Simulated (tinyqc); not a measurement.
# Resistance of a source-drain extension with a graded tip: two studies

y runs along the channel, the gate covers y > 0. The doping is N0 for y < y0 and N0 10^(-(y - y0)/la) beyond, uniform over the depth xj. Sheet conductance s(y) = q mu(N) max(N - Nch, 0) xj + (for y > 0) ma Cox Vo, with mu(N) = u0 + (u1 - u0)/(1 + (N/Nr)^au) and Cox = eps0 eox/tox. Current is taken as one-dimensional; depletion of the tip, spreading and the contact are left out. The metallurgical junction lies at yj, where N = Nch.

Parameters, values chosen for the exercise; mobility law close to that of electrons in silicon:
```
symbol   value        unit                                                                 meaning
eox        3.9              relative permittivity of the gate insulator (close to silicon dioxide)
tox        1.7          nm                                                     insulator thickness
N0      5.7e19       cm^-3                        active doping of the extension far from the gate
la         1.7   nm/decade                                                      lateral abruptness
y0         1.9          nm          position under the gate where the fall begins (gate edge at 0)
xj          12          nm                                                  depth of the extension
Nch     2.5e18       cm^-3                                                          channel doping
Ls           7          nm                                                           spacer length
Vo         0.9           V                                                          gate overdrive
ma          89  cm^2/(V s)                                      mobility of the gate-induced layer
u1        1414  cm^2/(V s)                                                  mobility at low doping
u0        68.5  cm^2/(V s)                                                 mobility at high doping
Nr      9.2e16       cm^-3                                                        reference doping
au       0.711                                                                            exponent
Lg          90          nm                                                             gate length
```

Constants: q = 1.602176634e-19 C, eps0 = 8.8541878128e-14 F/cm where lengths are in cm. Results are converted to the units shown.

Each table varies one quantity; the others keep the values above.

## Abruptness at a fixed junction position

R_spacer = integral of dy/s from -Ls to 0, R_ov from 0 to yj, R_channel = (Lg - 2 yj)/(ma Cox Vo), R_total = 2 R_spacer + 2 R_ov + R_channel. Electrical length L_eff = ma Cox dR_total/d(1/Vo); R_series = R_total - L_eff/(ma Cox Vo). y0 is moved with la so that yj stays at 4.2085 nm.

The same in every row: yj (nm) = 4.208; R_channel (ohm um) = 501.4.

Abruptness at a fixed junction position:
```
la (nm/decade),R_spacer (ohm um),R_ov (ohm um),R_total (ohm um),L_eff (nm),R_series (ohm um)
1,8.119,6.862,531.4,82.53,24.15
1.9,8.119,9.343,536.3,83.19,25.06
2.8,8.119,11.82,541.3,83.85,25.97
3.7,8.381,14.13,546.4,84.49,27.17
4.6,9.685,15.82,552.4,85.03,29.80
5.4,11.65,16.95,558.6,85.44,33.47
6.3,14.62,17.94,566.5,85.83,39.00
7.2,18.28,18.73,575.4,86.16,45.88
```

What does the table show?

As la goes from 1 to 7.2 nm/decade, R_total rises from 531 to 575 ohm um, R_spacer rises from 8.12 to 18.3 ohm um and R_ov rises from 6.86 to 18.7 ohm um. R_total changes on average by 7.11 ohm um for each nm/decade. L_eff exceeds the metallurgical length by 0.945 nm in the first row and 4.58 nm in the last, since the gate also controls the lightly doped tips.

## Effect of the depth of the extension

Same model as above.

The same in every row: yj (nm) = 4.208; R_channel (ohm um) = 501.4.

Results:
```
xj (nm),R_spacer (ohm um),R_ov (ohm um),R_total (ohm um),L_eff (nm),R_series (ohm um)
4,24.36,14.13,578.4,84.49,59.11
5.6,17.40,12.40,561.0,83.97,44.93
11,8.857,9.171,537.5,83.13,26.55
15,6.495,7.861,530.1,82.83,21.04
21,4.640,6.583,523.9,82.56,16.42
29,3.360,5.500,519.1,82.35,13.00
40,2.436,4.557,515.4,82.18,10.32
```

Estimate the missing row, xj = 7.7 nm.

Computed row:
```
xj (nm),R_spacer (ohm um),R_ov (ohm um),R_total (ohm um),L_eff (nm),R_series (ohm um)
7.7,12.65,10.82,548.4,83.54,34.93
```

With this row back in the table: As xj goes from 4 to 40, R_total falls from 578 to 515 ohm um, L_eff falls from 84.5 to 82.2 nm and R_series falls from 59.1 to 10.3 ohm um.

Computed by the program tinyqc: `OMP_NUM_THREADS=1 python tinyqc.py 2282221 2282222 out.jsonl`, one thread of a shared Intel Xeon 2.30GHz, about 0.03 s for the whole run.
